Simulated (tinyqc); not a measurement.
# Free and trapped electrons in a MOS channel with a dense trap tail: what changes with what

p-type body, charge-sheet picture, full ionisation (an idealisation for deep acceptors), Boltzmann statistics for free electrons. e = Ec - EF at the surface. Acceptor-like traps of density D(E) = D0 + De exp(-E/Ew) at depth E below Ec, from 0 to Eu, hold n_t = integral of D(E)/(1 + exp((e - E)/Vt)). psi = Eg - Vt ln(Nv/Na) - e; N_dep = sqrt(2 eps0 eps_r Na (psi - Vt)/q); n_f = sqrt(N_dep^2 + 2 eps0 eps_r Vt Nc exp(-e/Vt)/q) - N_dep; Vg = Vfb + psi + q (N_dep + n_t + n_f)/Cox, Cox = eps0 eox/tox.

Values chosen for this exercise; band and dielectric values close to those of silicon: temperature T = 400 K; band gap Eg = 1.1 eV; relative permittivity eps_r = 11.6; conduction-band density of states at T Nc = 4.34e19 cm^-3; valence-band density of states at T Nv = 4.03e19 cm^-3; relative permittivity of the insulator eox = 3.9; insulator thickness tox = 28 nm; acceptor density Na = 3.4e15 cm^-3; flat-band voltage without trapped charge Vfb = -0.96 V; constant background density of acceptor-like traps D0 = 7.7e10 cm^-2 eV^-1; density of the tail at the conduction edge De = 7.9e12 cm^-2 eV^-1; decay energy of the tail Ew = 0.09 eV; depth below Ec down to which the traps reach Eu = 0.97 eV; mobility of free electrons mf = 120 cm^2/(V s).

Constants: q = 1.602176634e-19 C, kB = 1.380649e-23 J/K, Vt = kB T/q, eps0 = 8.8541878128e-14 F/cm where lengths are in cm. Results are converted to the units shown.

Each table varies one quantity; the others keep the values above.

## Free and trapped charge against gate voltage

Free share n_f/(n_f + n_t); swing ln 10 n_f/(dn_f/dVg); field-effect mobility mf q (dn_f/dVg)/Cox, for a constant mf; oxide field q (N_dep + n_t + n_f)/(eps0 eox).

Results:
```
Vg (V),e (eV),n_f (cm^-2),n_t (cm^-2),free share (%),swing (mV/decade),field-effect mobility (cm^2/(V s)),oxide field (MV/cm)
-0.7,0.6383,1.294e6,2.629e10,0.004921,145.7,0.003187,0.04343
-0.2,0.3099,8.435e9,8.004e10,9.533,172.1,17.60,0.1047
1,0.1256,5.630e11,2.806e11,66.74,2224,90.89,0.4675
1.5,0.1007,8.630e11,3.430e11,71.56,3232,95.85,0.6371
2.1,0.07861,1.240e12,4.076e11,75.27,4452,100.0,0.8436
2.6,0.06407,1.566e12,4.542e11,77.51,5470,102.7,1.017
3.2,0.04959,1.966e12,5.023e11,79.66,6695,105.4,1.226
3.8,0.03739,2.377e12,5.429e11,81.40,7923,107.7,1.436
```

Estimate the missing row, Vg = 0.4 V.

Computed row:
```
Vg (V),e (eV),n_f (cm^-2),n_t (cm^-2),free share (%),swing (mV/decade),field-effect mobility (cm^2/(V s)),oxide field (MV/cm)
0.4,0.1730,2.320e11,1.926e11,54.65,1051,79.22,0.2701
```

With this row back in the table: n_f reaches 1e11 cm^-2 at Vg = 0.119 V, against -0.0684 V without traps. The free share rises from 0.00492 to 81.4 % and the field-effect mobility rises from 0.00319 to 108 cm^2/(V s), although mf = 120 is constant: in the last row 89.7 % of Cox dVg goes into free electrons. The swing in the first row is 146 mV a decade (Vt ln 10 = 79.4). For Vg = 2.6, 3.2, 3.8 EF lies less than 2 Vt below the band edge, or above it, where degeneracy and confinement, left out, matter.

## Effect of the density of the tail at the conduction edge

VT is the Vg for n_f = 1e11 cm^-2; swing ln 10 n_f/(dn_f/dVg) at n_f = 1e8 cm^-2; the last three columns are for Vg = VT + 2.2 V, with free share n_f/(n_f + n_t) and field-effect mobility mf q (dn_f/dVg)/Cox; there EF is near the band edge, where Boltzmann statistics are rough.

Results:
```
De (cm^-2 eV^-1),e at VT (eV),VT (V),q n_t/Cox at VT (V),swing (mV/decade),n_f (cm^-2),free share (%),field-effect mobility (cm^2/(V s))
1e12,0.2124,0.02142,0.08985,116.5,1.608e12,93.12,113.9
2e12,0.2124,0.03549,0.1039,117.2,1.572e12,90.40,112.0
5e12,0.2124,0.07771,0.1461,119.5,1.471e12,82.84,106.5
1e13,0.2124,0.1481,0.2165,123.2,1.322e12,72.03,97.59
2e13,0.2124,0.2888,0.3572,130.7,1.088e12,55.69,81.70
9e13,0.2124,1.274,1.342,183.2,4.724e11,17.14,31.49
2e14,0.2124,2.822,2.891,265.7,2.745e11,6.906,14.25
```

Estimate the missing row, De = 4e13 cm^-2 eV^-1.

Computed row:
```
De (cm^-2 eV^-1),e at VT (eV),VT (V),q n_t/Cox at VT (V),swing (mV/decade),n_f (cm^-2),free share (%),field-effect mobility (cm^2/(V s))
4e13,0.2124,0.5703,0.6387,145.7,7.917e11,36.18,58.66
```

With this row back in the table: As De goes from 1e12 to 2e14, VT rises from 0.0214 to 2.82 V, its part due to traps rises from 0.0898 to 2.89 V, the swing rises from 116 to 266 mV/decade and the field-effect mobility falls from 114 to 14.2 cm^2/(V s).

Program tinyqc, `OMP_NUM_THREADS=1 python tinyqc.py 2222146 2222147 out.jsonl`; Intel Xeon 2.30GHz, shared host, one thread, about 0.02 s.
